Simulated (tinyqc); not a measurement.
What each parameter does: localisation in a chain with random site energies (transfer matrices).

Hopping -t; leads with site energy 0, E = -2t cos(ka). psi_(j+1) = ((e_j - E)/t) psi_j - psi_(j-1), a product of matrices M_j = [[(e_j - E)/t, -1], [1, 0]]. For M = M_N ... M_1 the transmission is T = 4 sin^2(ka)/|M21 - M12 + M22 exp(ika) - M11 exp(-ika)|^2. Long samples draw e_j = W (x_j/2147483647 - 1/2) from x_j = 16807 x_(j-1) mod 2147483647, starting at x0. The localisation length xi, in sites, is defined by ln T = -2N/xi on average; weak disorder gives xi = 24 (4t^2 - E^2)/W^2, and the mean free path for backscattering is xi/2.

Numerical xi = N/ln sqrt(psi_(N+1)^2 + psi_N^2) for N = 20000 sites from psi_1 = 1, psi_0 = 0; its statistical error is about xi sqrt(xi/N).

Inputs chosen for the exercise: t = 1.09 eV (hopping); E = -0.64 eV (energy); W = 1.78 eV (full width of the disorder); x0 = 8975 (start of the number sequence).

Numerical and weak-disorder xi.

Results for these values:
```
case  numerical xi (sites)  weak-disorder xi (sites)
base                 31.54                     32.90
```

What happens to each result for E = -0.45 eV, all else kept?

Answer: numerical xi rises from 31.54 to 34.42; weak-disorder xi rises from 32.90 to 34.46.

The same for each parameter in turn:
```
case          numerical xi (sites)  weak-disorder xi (sites)
base                         31.54                     32.90
t = 1.254 eV                 41.48                     44.54
E = -0.45 eV                 34.42                     34.46
W = 2.136 eV                 22.47                     22.84
x0 = 8976                    30.54                     32.90
```

A new x0 is another sample of the same disorder; its shift is one draw of the statistical scatter, about xi sqrt(xi/N); the other rows share one sample, so their errors are correlated.

Run: tinyqc, `OMP_NUM_THREADS=1 python tinyqc.py 1450921 1450922 out.jsonl`; Intel(R) Xeon(R) Processor @ 2.30GHz, one thread, shared host; about 0.04 s of CPU time with all checks.
